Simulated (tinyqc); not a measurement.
Epitaxial growth on a vicinal surface: Burton-Cabrera-Frank step flow, step-edge barrier and island nucleation: one step, computed by the program tinyqc. Command: `OMP_NUM_THREADS=1 python tinyqc.py 3002515 3002516 out.jsonl stepflow walk`. One thread of a shared host (Intel(R) Xeon(R) Processor @ 2.30GHz), about 0.01 s of CPU time with the checks.

Adatoms land at rate F, hop on a square grid (a simplification for hexagonal faces), desorb, or join steps. Lengths are in units of a and n is the adatom coverage. Steps ascend at x = 0 and descend at x = l.

Question. Step flow or islands. Island density on a flat surface without desorption: N = 0.25 (F/D)^(i/(i+2)) exp(E_i/((i+2) k_B T)) per site, with E_i = 0 for i = 1; spacing l_n = N^(-1/2). Step flow needs an effective width l_eff = 2 x(peak) below l_n. Temperatures in kelvin are T(C) + 273.15.

Inputs (values chosen for the exercise, close to those used for Si(111)): deposition rate F = 0.011 layers/s; temperature T = 840 C; critical nucleus size i = 1.

D = 8.495882e+07 a^2/s

position of the peak = 5.846887 a

Constants: k_B = 8.617333262e-05 eV/K.

Give: island density N on a flat surface; island spacing l_n; ratio l_eff/l_n.

Answer.

island density N on a flat surface = 1.2647e-04 per site

island spacing l_n = 88.920 a

ratio l_eff/l_n = 0.13151

Steps capture adatoms before they meet: step flow. Caution: the prefactor 0.25 and the criterion are estimates, good to a factor of about two in length.
